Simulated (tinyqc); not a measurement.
## Bulk resistivity and mean free path from two films

Question. In the thick-film limit single-crystal films obey rho = rho0 (1 + 3 (1 - ps) lam/(8 d)). Find rho0, lam and the product rho0 lam.

Parameters, values chosen for the exercise:

| symbol | value | unit | meaning |
|---|---|---|---|
| ps | 0 |  | specular share of surface scattering |

rho at d = 59 and 280 nm (uohm cm): [2.0558581, 1.7355201]

Solution. rho is a straight line in 1/d: the intercept is rho0 and the slope (3/8)(1 - ps) rho0 lam. Without ps only the product (1 - ps) lam could be found.

rho0 = 1.65 uohm cm
lam = 38.7 nm
rho0 lam = 63.9 uohm cm nm

Numbers from tinyqc (`OMP_NUM_THREADS=1 python tinyqc.py 2100041 2100042 out.jsonl`; about 0.01 s on one thread of a shared Intel Xeon 2.30GHz).
